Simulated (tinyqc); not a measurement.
Worked calculation: RKS/B3LYP (VWN-RPA form) in the 6-311g basis, for He, spin multiplicity 1. Computed by tinyqc, a small Python program that keeps every step (integrals from PySCF). Settings: charge = 0, multiplicity = 1, basis = 6-311g, energy threshold = 1e-09, iteration cap = 56, orthogonalisation = symmetric, start = highest core orbitals, DIIS depth = 0, damping = 0.7, method = RKS, functional = b3lyp, grid = [10, 86]. Command: `OMP_NUM_THREADS=1 python tinyqc.py 24726 24727 out.jsonl` (the two numbers bound the seeds that draw the settings). One thread of a shared host (Intel(R) Xeon(R) Processor @ 2.60GHz), about 0.1 s of CPU time with the checks. Later iterations appear only in the table of the cycle.

## One-electron integrals

Geometry (angstrom):
```
atom         x         y         z
He    0.000000  0.000000  0.000000
```

Basis 6-311g: exponents (1/bohr^2) and contraction coefficients of normalised primitives:
```
element  l (shell)   exponent  coefficient
He           s (1)  98.124300     0.028745
He           s (1)  14.768900     0.208061
He           s (1)   3.318830     0.837635
He           s (2)   0.874047     1.000000
He           s (3)   0.244564     1.000000
```

Overlap, kinetic and nuclear-attraction integrals over the contracted functions; the nuclear repulsion is the sum of Za Zb / Rab.

nuclear repulsion = 0 hartree

overlap S, order 1He 1s, 1He 2s, 1He 3s:
```
[[1.000000, 0.680472, 0.328596],
 [0.680472, 1.000000, 0.751574],
 [0.328596, 0.751574, 1.000000]]
```

kinetic energy T (hartree), order 1He 1s, 1He 2s, 1He 3s:
```
[[6.857100, 1.439474, 0.225603],
 [1.439474, 1.311071, 0.430865],
 [0.225603, 0.430865, 0.366846]]
```

nuclear attraction V (hartree), order 1He 1s, 1He 2s, 1He 3s:
```
[[-7.306289, -3.464825, -1.535069],
 [-3.464825, -2.983784, -1.793893],
 [-1.535069, -1.793893, -1.578325]]
```

core Hamiltonian H = T + V (hartree), order 1He 1s, 1He 2s, 1He 3s:
```
[[-0.449189, -2.025351, -1.309466],
 [-2.025351, -1.672714, -1.363028],
 [-1.309466, -1.363028, -1.211479]]
```

## Two-electron integrals

Functions are numbered as in S; the eight-fold symmetry (ij|kl) = (ji|kl) = (kl|ij) leaves the list below.

Two-electron integrals (ij|kl) in chemists' order, unique and non-zero (hartree):
```
(11|11) 2.395117   (21|11) 1.347337   (21|21) 0.798707   (22|11) 1.358411
(22|21) 0.863847   (22|22) 1.054927   (31|11) 0.614121   (31|21) 0.368625
(31|22) 0.406802   (31|31) 0.170715   (32|11) 0.842709   (32|21) 0.547009
(32|22) 0.700418   (32|31) 0.259418   (32|32) 0.476676   (33|11) 0.767030
(33|21) 0.510236   (33|22) 0.697580   (33|31) 0.244176   (33|32) 0.494732
(33|33) 0.558022
```

## Orthogonalisation

S = U s U^T; symmetric (Loewdin) form X = U s^(-1/2) U^T, so that X^T S X = 1.

eigenvalues of S: [0.135706, 0.673445, 2.190848]

X, order 1He 1s, 1He 2s, 1He 3s:
```
[[1.316564, -0.645914, 0.150682],
 [-0.645914, 1.855498, -0.771405],
 [0.150682, -0.771405, 1.436671]]
```

## Starting guess

The start is the highest orbitals of the core Hamiltonian (a deliberately bad start); D = 2 C_occ C_occ^T.

D at the start, order 1He 1s, 1He 2s, 1He 3s:
```
[[4.051320, -5.091422, 2.238986],
 [-5.091422, 6.398552, -2.813805],
 [2.238986, -2.813805, 1.237389]]
```

## Iteration 1: exchange-correlation on the grid

Becke grid with 10 radial and 86 angular points per atom, points of zero weight dropped. rho = sum D_ij phi_i phi_j; V_xc,ij = sum w v_xc phi_i phi_j plus the gradient terms; v_xc is d(rho eps)/d rho at fixed gradient. Exact exchange is left to K.

The 12 grid points with the largest w rho, of 860 (bohr, atomic units):
```
x                  y          z         w       rho  |grad rho|^2     eps_xc       v_xc
-0.687448  -0.687448  -0.687448  0.136257  0.062665      0.108402  -0.341578  -0.381750
0.687448    0.687448  -0.687448  0.136257  0.062665      0.108402  -0.341578  -0.381750
-0.687448  -0.687448   0.687448  0.136257  0.062665      0.108402  -0.341578  -0.381750
0.687448    0.687448   0.687448  0.136257  0.062665      0.108402  -0.341578  -0.381750
0.687448   -0.687448  -0.687448  0.136257  0.062665      0.108402  -0.341578  -0.381750
0.687448   -0.687448   0.687448  0.136257  0.062665      0.108402  -0.341578  -0.381750
-0.687448   0.687448  -0.687448  0.136257  0.062665      0.108402  -0.341578  -0.381750
-0.687448   0.687448   0.687448  0.136257  0.062665      0.108402  -0.341578  -0.381750
0.826763    0.826763   0.225117  0.135488  0.062665      0.108402  -0.341578  -0.381750
-0.826763  -0.225117  -0.826763  0.135488  0.062665      0.108402  -0.341578  -0.381750
-0.826763   0.225117  -0.826763  0.135488  0.062665      0.108402  -0.341578  -0.381750
-0.826763  -0.826763  -0.225117  0.135488  0.062665      0.108402  -0.341578  -0.381750
```

electrons on the grid, sum of w rho = 2.004596

E_xc = sum of w rho eps_xc = -1.42742613 hartree

V_xc (hartree), order 1He 1s, 1He 2s, 1He 3s:
```
[[-1.578447, -1.091496, -0.512357],
 [-1.091496, -1.137297, -0.632005],
 [-0.512357, -0.632005, -0.444330]]
```

## Iteration 1: building the Kohn-Sham matrix

J_ij = sum D_kl (ij|kl), K_ij = sum D_kl (ik|jl); F = H + J - 0.1 K + V_xc; E = tr D H + tr D J / 2 - 0.05 tr D K + E_xc + E_nn.

Coulomb J (hartree), order 1He 1s, 1He 2s, 1He 3s:
```
[[3.632217, 2.056453, 0.943983],
 [2.056453, 2.200095, 1.416931],
 [0.943983, 1.416931, 1.375081]]
```

exchange K (hartree), order 1He 1s, 1He 2s, 1He 3s:
```
[[1.981003, 0.352385, 0.056735],
 [0.352385, 0.287051, 0.150115],
 [0.056735, 0.150115, 0.099785]]
```

Kohn-Sham matrix F (hartree), order 1He 1s, 1He 2s, 1He 3s:
```
[[1.406480, -1.095632, -0.883513],
 [-1.095632, -0.638621, -0.593113],
 [-0.883513, -0.593113, -0.290707]]
```

total energy of this density = 9.59450505 hartree

This density is the starting one.

## Iteration 1: diagonalisation and new density

Diagonalise F' = X^T F X, C = X C', fill 1 alpha and 1 beta electrons from the bottom; D = 2 C_occ C_occ^T; the new density keeps 0.7 of the old one (damping). Each column has its largest component positive (the first on a tie).

F' = X^T F X (hartree):
```
[[3.793205, -3.008550, 0.045385],
 [-3.008550, 1.658777, -0.764327],
 [0.045385, -0.764327, 0.238707]]
```

orbital energies (hartree): [-0.816520, 0.548647, 5.958562]

coefficients C, order 1He 1s, 1He 2s, 1He 3s:
```
[[0.224239, -0.098735, -1.453692],
 [0.653306, -1.119021, 1.666172],
 [0.236814, 1.465611, -0.691157]]
```

D after iteration 1, order 1He 1s, 1He 2s, 1He 3s:
```
[[2.866094, -3.476097, 1.599152],
 [-3.476097, 4.735071, -1.876836],
 [1.599152, -1.876836, 0.899821]]
```

## Iteration 2: exchange-correlation on the grid

As before.

The 12 grid points with the largest w rho, of 860 (bohr, atomic units):
```
x                  y          z         w       rho  |grad rho|^2     eps_xc       v_xc
-0.687448  -0.687448   0.687448  0.136257  0.060474      0.084479  -0.333329  -0.369103
0.687448   -0.687448  -0.687448  0.136257  0.060474      0.084479  -0.333329  -0.369103
0.687448   -0.687448   0.687448  0.136257  0.060474      0.084479  -0.333329  -0.369103
-0.687448   0.687448  -0.687448  0.136257  0.060474      0.084479  -0.333329  -0.369103
-0.687448   0.687448   0.687448  0.136257  0.060474      0.084479  -0.333329  -0.369103
-0.687448  -0.687448  -0.687448  0.136257  0.060474      0.084479  -0.333329  -0.369103
0.687448    0.687448  -0.687448  0.136257  0.060474      0.084479  -0.333329  -0.369103
0.687448    0.687448   0.687448  0.136257  0.060474      0.084479  -0.333329  -0.369103
0.826763   -0.826763  -0.225117  0.135488  0.060474      0.084479  -0.333329  -0.369103
0.826763   -0.826763   0.225117  0.135488  0.060474      0.084479  -0.333329  -0.369103
-0.225117   0.826763   0.826763  0.135488  0.060474      0.084479  -0.333329  -0.369103
-0.826763  -0.225117   0.826763  0.135488  0.060474      0.084479  -0.333329  -0.369103
```

electrons on the grid, sum of w rho = 2.004161

E_xc = sum of w rho eps_xc = -1.23668519 hartree

V_xc (hartree), order 1He 1s, 1He 2s, 1He 3s:
```
[[-0.997641, -0.485483, -0.218123],
 [-0.485483, -0.485787, -0.305136],
 [-0.218123, -0.305136, -0.257128]]
```

## Iteration 2: building the Kohn-Sham matrix

As before.

Coulomb J (hartree), order 1He 1s, 1He 2s, 1He 3s:
```
[[3.420934, 1.984007, 0.915552],
 [1.984007, 2.182492, 1.414480],
 [0.915552, 1.414480, 1.380221]]
```

exchange K (hartree), order 1He 1s, 1He 2s, 1He 3s:
```
[[2.013671, 0.834007, 0.414336],
 [0.834007, 0.827977, 0.529579],
 [0.414336, 0.529579, 0.368859]]
```

Kohn-Sham matrix F (hartree), order 1He 1s, 1He 2s, 1He 3s:
```
[[1.772737, -0.610227, -0.653470],
 [-0.610227, -0.058806, -0.306641],
 [-0.653470, -0.306641, -0.125272]]
```

total energy of this density = 5.89936117 hartree

This density is a damped mixture and is not idempotent.

## Iteration 2: diagonalisation and new density

As before.

F' = X^T F X (hartree):
```
[[3.883655, -2.679032, 0.043742],
 [-2.679032, 2.151912, -0.741740],
 [0.043742, -0.741740, 0.285300]]
```

orbital energies (hartree): [-0.348688, 0.796035, 5.873521]

coefficients C, order 1He 1s, 1He 2s, 1He 3s:
```
[[0.209808, -0.164025, -1.449941],
 [0.358760, -1.221761, 1.683371],
 [0.577648, 1.362941, -0.700364]]
```

D after iteration 2, order 1He 1s, 1He 2s, 1He 3s:
```
[[2.032677, -2.388106, 1.192123],
 [-2.388106, 3.391775, -1.189443],
 [1.192123, -1.189443, 0.830081]]
```

## Convergence

Stop when the energy changes by less than 1e-09 hartree and every element of the error matrix X^T (F D S - S D F) X is below 9e-06.

Course of the cycle:
```
iteration  E (hartree)     change  largest element of the error matrix
1           9.59450505          -                             1.20e+00
2           5.89936117  -3.70e+00                             6.49e-01
3           3.28180767  -2.62e+00                             4.27e-01
4           1.43739802  -1.84e+00                             3.14e-01
5           0.14025342  -1.30e+00                             2.38e-01
6          -0.77162249  -9.12e-01                             1.81e-01
7          -1.41220488  -6.41e-01                             1.36e-01
8          -1.86187066  -4.50e-01                             1.02e-01
9          -2.17731007  -3.15e-01                             7.48e-02
10         -2.39846941  -2.21e-01                             5.45e-02
11         -2.55346151  -1.55e-01                             3.94e-02
12         -2.66204751  -1.09e-01                             2.83e-02
13         -2.73810367  -7.61e-02                             2.02e-02
14         -2.79136592  -5.33e-02                             1.43e-02
...                ...        ...                                  ...
43         -2.91571537  -1.72e-06                             4.25e-07
44         -2.91571657  -1.20e-06                             2.95e-07
45         -2.91571741  -8.41e-07                             2.05e-07
46         -2.91571800  -5.89e-07                             1.42e-07
47         -2.91571841  -4.12e-07                             9.84e-08
48         -2.91571870  -2.89e-07                             6.83e-08
49         -2.91571890  -2.02e-07                             4.73e-08
50         -2.91571904  -1.41e-07                             3.28e-08
51         -2.91571914  -9.90e-08                             2.27e-08
52         -2.91571921  -6.93e-08                             1.58e-08
53         -2.91571926  -4.85e-08                             1.09e-08
54         -2.91571929  -3.39e-08                             7.56e-09
55         -2.91571932  -2.38e-08                             5.24e-09
56         -2.91571934  -1.66e-08                             3.63e-09
```

PySCF RKS in the same basis, fine grid = -2.91302786 hartree

Not converged within the cap of 56 iterations: the residual falls steadily but slowly, by a factor of about 0.69 a step. Reruns (cap 100 unless said): DIIS 8: converged in 11; damping 0.5: converged in 35; level shift 0.5: converged in 9; atomic densities as start, DIIS 8: converged in 5; the original settings with a cap of 400: converged in 64.
